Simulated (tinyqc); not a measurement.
The solidus: solid solubility of a dopant against its melt (retrograde solidus), clustering and the electrically active fraction. Computed by tinyqc, a small Python program. Command: `OMP_NUM_THREADS=1 python tinyqc.py 3014216 3014217 out.jsonl retro walk`. One thread of a shared host (Intel(R) Xeon(R) Processor @ 2.30GHz), about 0.01 s of CPU time with the checks.

Inputs (values chosen for the exercise, for a model dopant):
```
quantity                                   value    unit
melting point of the host T_m               1687       K
heat of melting of the host H_f             50.2  kJ/mol
interaction L of the melt                     12  kJ/mol
enthalpy of transfer from melt to solid H  0.934      eV
entropy of transfer S                      -3.58     k_B
site density N0                            5e+22  1/cm^3
```

Constants: R = 8.314462618 J/(mol K); k_B = 8.617333262e-05 eV/K; e = 1.602176634e-19 C; N_A = 6.02214076e+23 1/mol.

Method. x_l and x_s are atom fractions of the dopant in melt and solid; the solid is dilute. Liquidus of the host: R T ln(1 - x_l) + L x_l^2 = -H_f (1 - T/T_m). Distribution: k = x_s/x_l = exp[L (1 - x_l)^2/(R T)] exp(S/k_B - H/(k_B T)), the first factor being the activity coefficient in the melt. Solubility = x_s N0; at T_m x_l = 0. The largest x_s N0 between 900 K and T_m. For an ideal melt with constant heats the maximum has x_l = H_f/(H + H_f), H in the same units.

largest solubility = 6.65392e+17 1/cm^3

temperature of the maximum = 1540.32 K

Against temperature:
```
T (K)      x_l           k  solubility (1/cm^3)  over the maximum
1000   0.97852  5.4747e-07           2.6786e+16           0.04026
1100   0.95527  1.4694e-06           7.0183e+16           0.10548
1200   0.91440  3.3607e-06           1.5365e+17           0.23092
1300   0.84364  6.8569e-06           2.8924e+17           0.43469
1400   0.71766  1.3142e-05           4.7158e+17           0.70872
1500   0.49377  2.5954e-05           6.4077e+17           0.96300
1580   0.26344  4.8000e-05           6.3226e+17           0.95020
1640   0.10644  7.5889e-05           4.0386e+17           0.60696
1675   0.02588  9.7742e-05           1.2646e+17           0.19005
```

What does the comparison show, and why?

Between the first rows the Arrhenius energy of the solubility is 0.91 eV, against H = 0.934 eV; it shrinks to zero at 1540 K and turns negative beyond. A crystal saturated at the maximum precipitates dopant-rich liquid on cooling and on heating alike. Below a eutectic or compound temperature another phase would set the limit.

Extremes, crossings and ranges named in words are read from the listed rows.
